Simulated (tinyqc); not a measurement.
# An infinitely deep well in a field (quantum-confined Stark shift), Airy functions: what changes with what

Hard walls at x = -L/2 and +L/2; between them U(x) = -F x (eV, zero at the centre). C = hbar^2/(2 m0), e = (C F^2/m1)^(1/3), z1 = (F L/2 - E)/e at the left wall and z2 = (-F L/2 - E)/e at the right wall. Levels are the roots of D(E) = Ai(z1) Bi(z2) - Ai(z2) Bi(z1).

Inputs (values chosen for the exercise):

| symbol | value | unit | meaning |
|---|---|---|---|
| m1 | 0.041 | m0 | mass |
| L | 19.7 | nm | well width |
| F | 0.0072 | V/nm | field |

Constants: q = 1.602176634e-19 C, hbar = 1.054571817e-34 J s, m0 = 9.1093837015e-31 kg, hbar^2/(2 m0) = 0.0380998212 eV nm^2. Results are converted to the units shown.

Each table varies one quantity; the others keep the values above.

## The Stark shift against field

Exact shifts E_n(F) - E_n(0) from the roots of D; <x> = -dE_1/dF. E_n(0) = C (n pi/L)^2/m1; second-order shift m1 F^2 L^4 (1 - 15/(pi n)^2)/(48 C pi^2 n^2).

Result of one run:
columns A: F (V/nm); B: F L/E_1(0); C: shift of level 1 (meV); D: second order, 1 (meV); E: shift of level 2 (meV); F: second order, 2 (meV); G: <x> of level 1 (nm)
```
A           B       C       D       E       F       G
0.0026  2.167  -1.191  -1.202  0.3480  0.3585  0.9082
```

What becomes of these results when the field F is changed from 0.0026 to 0.0019 V/nm, all else the same?

Result of the changed run:
columns A: F (V/nm); B: F L/E_1(0); C: shift of level 1 (meV); D: second order, 1 (meV); E: shift of level 2 (meV); F: second order, 2 (meV); G: <x> of level 1 (nm)
```
A           B        C        D       E       F       G
0.0019  1.584  -0.6389  -0.6420  0.1884  0.1915  0.6692
```

The whole series:
columns A: F (V/nm); B: F L/E_1(0); C: shift of level 1 (meV); D: second order, 1 (meV); E: shift of level 2 (meV); F: second order, 2 (meV); G: <x> of level 1 (nm)
```
A           B        C        D       E       F       G
0.0019  1.584  -0.6389  -0.6420  0.1884  0.1915  0.6692
0.0026  2.167   -1.191   -1.202  0.3480  0.3585  0.9082
0.0035  2.918   -2.143   -2.179  0.6157  0.6497   1.205
0.0047  3.918   -3.818   -3.929   1.064   1.172   1.580
0.0063  5.252   -6.718   -7.059   1.777   2.105   2.037
0.0085  7.086   -11.81   -12.85   2.839   3.832   2.578
0.011   9.170   -18.91   -21.52   3.940   6.417   3.084
```

The shift of level 1 falls from -0.639 to -18.9 meV, as F^(1.99) between the first two rows and F^(1.83) between the last two (second order: power 2). Second order is 0.49 % above it in size in the first row and 14 % above it in the last. The shift of level 2 rises from 0.188 to 3.94 meV.

## The Stark shift against mass

Same model as above.

Results:
columns A: m1 (m0); B: F L/E_1(0); C: shift of level 1 (meV); D: second order, 1 (meV); E: shift of level 2 (meV); F: second order, 2 (meV); G: <x> of level 1 (nm)
```
A          B       C       D       E       F       G
0.014  2.049  -3.123  -3.148  0.9140  0.9388  0.8604
0.021  3.074  -4.638  -4.722   1.327   1.408   1.266
0.03   4.392  -6.511  -6.746   1.785   2.012   1.748
0.064  9.369  -12.59  -14.39   2.583   4.292   3.127
0.092  13.47  -16.45  -20.69   2.228   6.169   3.846
0.13   19.03  -20.46  -29.23  0.8599   8.717   4.490
```

Estimate the missing row, m1 = 0.044 m0.

Computed row:
columns A: m1 (m0); B: F L/E_1(0); C: shift of level 1 (meV); D: second order, 1 (meV); E: shift of level 2 (meV); F: second order, 2 (meV); G: <x> of level 1 (nm)
```
A          B       C       D      E      F      G
0.044  6.441  -9.213  -9.894  2.297  2.950  2.399
```

With this row back in the table: The shift of level 1 falls from -3.12 to -20.5 meV, as m1^(0.98) between the first two rows and m1^(0.63) between the last two (second order: power 1). Second order is 0.82 % above it in size in the first row and 43 % above it in the last. The shift of level 2 goes from 0.914 through a maximum of 2.58 (at m1 = 0.064 m0 among the rows listed) to 0.860 meV.

Program tinyqc, `OMP_NUM_THREADS=1 python tinyqc.py 2580130 2580131 out.jsonl`; Intel Xeon 2.30GHz, shared host, one thread, about 0.03 s.
